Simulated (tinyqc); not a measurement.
## Error from band bending against le

In A the levels shift by pb (1 - z/W)^2 for z < W. The signal from depth z is weighted by exp(-z/le)/le, so the centroid shifts by pb [1 - 2/a + (2/a^2)(1 - exp(-a))], a = W/le, and the error of iA against its value at the interface is that less pb.

Inputs (values chosen for the exercise):
```
symbol  value  unit                             meaning
pb       0.49     V  band bending in A at the interface
W         5.3    nm            width of the bent region
```

Error from band bending against le:

| le (nm) | a | centroid shift (eV) | error (meV) |
|---|---|---|---|
| 0.5 | 10.600 | 0.40627 | -83.731 |
| 1.9 | 2.7895 | 0.25688 | -233.12 |
| 3.4 | 1.5588 | 0.17978 | -310.22 |
| 4.8 | 1.1042 | 0.13981 | -350.19 |
| 6.2 | 0.85484 | 0.11424 | -375.76 |
| 7.7 | 0.68831 | 0.095464 | -394.54 |
| 9.1 | 0.58242 | 0.082746 | -407.25 |
| 10.6 | 0.50000 | 0.072400 | -417.60 |
| 12 | 0.44167 | 0.064828 | -425.17 |

What does the comparison show?

The size of the error rises from 83.7 to 425 meV; for large a it is 2 |pb|/a. It is below 50 meV, a typical accuracy of the method, in 0 of the 9 rows. Heavily doped substrates and deep-probing photons need the correction.

Computed by the program tinyqc: `OMP_NUM_THREADS=1 python tinyqc.py 2410161 2410162 out.jsonl`, one thread of a shared Intel Xeon 2.30GHz, about 0.01 s for the whole run.
